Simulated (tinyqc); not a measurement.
# Admittance spectroscopy and thermally stimulated current of one trap level in a depletion layer, step by step

A worked calculation. Computed by tinyqc, a small Python program that keeps every step. Command: `OMP_NUM_THREADS=1 python tinyqc.py 3110877 3110878 out.jsonl admit walk`. One thread of a shared host (Intel(R) Xeon(R) Processor @ 2.30GHz), about 0.01 s of CPU time with the checks. Intermediate numbers are printed to about 7 digits and carried at full precision; extremes and crossings named in words are read from the listed rows.

A Schottky junction on n-type material holds one donor-like electron trap; shallow donors are fully ionised and abrupt depletion edges are assumed.

Inputs (values chosen for the exercise, modelled on n-type GaAs):
```
quantity                         value    unit
dielectric constant eps           13.1       -
density-of-states mass m        0.0668     m_0
shallow doping N               7.4e+16  1/cm^3
trap density N_t               6.3e+15  1/cm^3
trap depth E_t below the band    0.469      eV
capture cross section sigma    8.8e-14    cm^2
band bending V_b                  0.99       V
test frequency f                300000      Hz
heating rate beta                  0.7     K/s
```

Constants: k_B = 1.380649e-23 J/K; m_0 = 9.1093837015e-31 kg; h = 6.62607015e-34 J s; k_B = 8.617333262e-05 eV/K; eps_0 = 8.8541878128e-12 F/m; e = 1.602176634e-19 C.

## Temperature of the peak

N_c = 2 (2 pi m k_B T/h^2)^(3/2), v_th = sqrt(3 k_B T/m), emission rate e_n = sigma v_th N_c exp(-E_t/(k_B T)). Where the level crosses the Fermi level capture equals emission, so the trap follows the signal with the rate 2 e_n; G/omega peaks at omega = 2 e_n (the correction for large N_t/N is left out). Solve 2 e_n(T_p) = 2 pi f.

peak temperature T_p = 367.1714 K

N_c at T_p = 5.866216e+17 1/cm^3

e_n at T_p = 942477.8 1/s

E_c - E_F = k_B T_p ln(N_c/N) = 0.06550555 eV

## The capacitance step

With E_c - E_F = k_B T_p ln(N_c/N): lambda = sqrt(2 eps eps_0 (E_t - (E_c - E_F))/(e^2 N)); traps are empty and charged for x < x_t = w - lambda, and V_b = e (N w^2 + N_t x_t^2)/(2 eps eps_0). High frequency: C_hf = eps eps_0/w. Low frequency: C_lf = eps eps_0 (N + N_t)/(N w + N_t x_t).

lambda = 88.85313 nm

depletion width w = 138.4247 nm

crossing point x_t = 49.57156 nm

C_hf = 83.79275 nF/cm^2

C_lf = 88.23632 nF/cm^2

step (C_lf - C_hf)/C_hf = 0.05303042

small-N_t estimate (N_t/N)(lambda/w) = 0.05464721

Reading N_t/N straight from the step would give 0.0530 against the true 0.0851: the factor lambda/w must be known.

## Scan in temperature at fixed frequency

With x = omega/(2 e_n): C = C_hf + (C_lf - C_hf)/(1 + x^2), G/omega = (C_lf - C_hf) x/(1 + x^2); C_hf and C_lf are held at their values at T_p.

Admittance:
```
T (K)  omega/(2 e_n)  C (nF/cm^2)  G/omega (nF/cm^2)
323.1       9.753166     83.83898           0.450863
337.8       4.286967     84.02206           0.983039
348.8       2.419066     84.44127           1.568807
359.8       1.410920     85.27855           2.096340
367.2       0.998689     86.01745           2.221781
374.5       0.719214     86.72141           2.106334
385.5       0.448351     87.49258           1.658824
400.2       0.247683     87.97948           1.036981
418.6       0.124520     88.16847           0.544865
```

The peak of G/omega is half the step, 2.22 nF/cm^2. Its full width is near 2 ln(2 + sqrt3) k_B T_p^2/(E_t + 2 k_B T_p) = 57.5 K.

## Arrhenius plot

T_p for 0.1, 0.3, 1, 3 and 10 f; least-squares lines of ln(e_n/T^2) and of ln(e_n) against 1/(k_B T), e_n = pi f; sigma = exp(intercept)/(v_th N_c/T^2).

Peaks:
```
f (Hz)    T_p (K)  1/(k_B T) (1/eV)  ln(e_n/T^2)   ln(e_n)
30000    322.6720          35.96382    -0.099590  11.45368
90000    342.5551          33.87636     0.879430  12.55229
300000   367.1714          31.60518     1.944610  13.75627
900000   392.7143          29.54952     2.908715  14.85488
3000000  424.8038          27.31736     3.955598  16.05885
```

depth from e_n/T^2 = 0.469 eV

cross section from the intercept = 8.80e-14 cm^2

depth without the T^2 = 0.5325263 eV

Leaving out T^2 adds 64 meV, near 2 k_B T_p = 63 meV.

## Thermally stimulated current

Thermally stimulated current without retrapping: filled share n(T) = exp(-(1/beta) int e_n dT), current proportional to e_n n; the peak obeys beta (E_t/(k_B T^2) + 2/T) = e_n(T). The integral starts at 0.5 T_m and uses 4000 trapezoid steps to 1.2 T_m. Chen's first-order estimate from the full width W = T_2 - T_1 between the half-height points: E = 2.52 k_B T_m^2/W - 2 k_B T_m.

peak temperature T_m = 185.4517 K

lower half-height T_1 = 177.3573 K

upper half-height T_2 = 191.2487 K

filled share at T_m = 0.3893590

E_t/(k_B T_m) = 29.34737

symmetry factor (T_2 - T_m)/(T_2 - T_1) = 0.4173094

depth by Chen's formula = 0.5056777 eV

The slow ramp empties the trap at 185 K, far below the admittance peak at 367 K, since the rate asked for is 0.12 per second instead of 940000. Chen's formula, made for a constant prefactor, gives 37 meV more than E_t.

Checks made by the program: C_lf against dQ/dV by differences (relative difference below 1e-10); depth recovered (relative difference below 1e-10); peak of the integrated curve (relative difference 3e-05).
